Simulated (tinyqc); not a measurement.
## Amplitude against the length of the filling pulse

In DLTS the amplitude of the capacitance transient follows the share of traps filled by the pulse. In the neutral layer an empty trap fills as 1 - exp(-tp/tc), tc = 1/(sn vth(T) Nd), vth(T) = vth (T/300 K)^0.5; emission during the pulse and slow capture at the depletion edge are neglected.

Parameters, values chosen for the exercise:
- vth = 4.2e7 cm/s (thermal velocity at 300 K)
- Nd = 6.8e15 cm^-3 (shallow donor density)
- sn = 1.4e-17 cm^2 (capture cross-section)
- T = 234 K (temperature of the transient)

Results:
```
tp (s)	tp/tc	amplitude over its full value	ln(1 - that)
1.7e-8	0.060032	0.058266	-0.060032
5.8e-8	0.20481	0.18520	-0.20481
1.1e-7	0.38844	0.32189	-0.38844
2e-7	0.70626	0.50651	-0.70626
3.6e-7	1.2713	0.71952	-1.2713
6.6e-7	2.3307	0.90277	-2.3307
1.2e-6	4.2375	0.98556	-4.2375
2.3e-6	8.1220	0.99970	-8.1220
```

Estimate the missing row, tp = 3.1e-8 s.

Computed row:
```
tp (s)	tp/tc	amplitude over its full value	ln(1 - that)
3.1e-8	0.10947	0.10369	-0.10947
```

With this row back in the table: The amplitude rises from 0.0583 to 1.00 of its full value. The last column is linear in tp with slope -1/tc, tc = 2.83e-7 s, which gives the cross-section from Nd and vth, independently of the Arrhenius intercept; 99 % filling needs 1.30e-6 s.

tinyqc, about 0.01 s, one thread, Intel Xeon 2.30GHz (shared host): `OMP_NUM_THREADS=1 python tinyqc.py 2050063 2050064 out.jsonl`
